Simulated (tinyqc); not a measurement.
## Trap density from two Hall measurements

Question. p-type body, charge-sheet picture, full ionisation (an idealisation for deep acceptors), Boltzmann statistics for free electrons. e = Ec - EF at the surface. psi = Eg - Vt ln(Nv/Na) - e; N_dep = sqrt(2 eps0 eps_r Na (psi - Vt)/q); n_f = sqrt(N_dep^2 + 2 eps0 eps_r Vt Nc exp(-e/Vt)/q) - N_dep; Vg = Vfb + psi + q (N_dep + n_t + n_f)/Cox, Cox = eps0 eox/tox. Find e and n_t at both points and the mean trap density between them.

Parameters, values chosen for the exercise; band and dielectric values close to those of gallium nitride:
- T = 300 K (temperature)
- Eg = 3.4 eV (band gap)
- eps_r = 9.39 (relative permittivity)
- Nc = 2.31e18 cm^-3 (conduction-band density of states at T)
- Nv = 4.52e19 cm^-3 (valence-band density of states at T)
- eox = 3.9 (relative permittivity of the insulator)
- tox = 55 nm (insulator thickness)
- Na = 1.2e17 cm^-3 (acceptor density)
- Vfb = -2.45 V (flat-band voltage without trapped charge)

Constants: q = 1.602176634e-19 C, kB = 1.380649e-23 J/K, Vt = kB T/q, eps0 = 8.8541878128e-14 F/cm where lengths are in cm. Results are converted to the units shown.

Vg (V): [7.2666227, 9.0632998]
free sheet density from the Hall effect (cm^-2): [5.8451897e9, 1.1924162e11]

Answer. Each n_f fixes e; what the gate voltage holds beyond psi, N_dep and n_f is trapped; the difference quotient is the density, smeared over a few Vt.

e (eV): [0.0850, 0.00600]
n_t (cm^-2): [5.87e11, 1.12e12]
mean trap density = 6.77e12 cm^-2 eV^-1

tinyqc, about 0.02 s, one thread, Intel Xeon 2.30GHz (shared host): `OMP_NUM_THREADS=1 python tinyqc.py 2222199 2222200 out.jsonl`
